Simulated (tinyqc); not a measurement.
Barrier height from two thicknesses.

Inverse problem. Through a thick flat barrier T = c exp(-2 kappa t) with a prefactor c that does not depend on t, and kappa = sqrt(m1 phi1/C), C = hbar^2/(2 m0). Find kappa, the decades lost for each nanometre, c and phi1.

Inputs (values chosen for the exercise): tunnelling mass of layer 1 m1 = 0.52 m0.

Constants: q = 1.602176634e-19 C, hbar = 1.054571817e-34 J s, m0 = 9.1093837015e-31 kg, hbar^2/(2 m0) = 0.0380998212 eV nm^2. Results are converted to the units shown.

T at t = 1.2 and 2.1 nm: 4.7735291e-7  3.7106329e-12

Solution. The ratio of the two values removes c: kappa = ln(T_a/T_b)/(2 (t_b - t_a)).

kappa = 6.536 1/nm
decades a nanometre = 5.677
c = 3.100
phi1 = 3.130 eV

Program tinyqc, `OMP_NUM_THREADS=1 python tinyqc.py 2540027 2540028 out.jsonl`; Intel Xeon 2.30GHz, shared host, one thread, about 0.04 s.
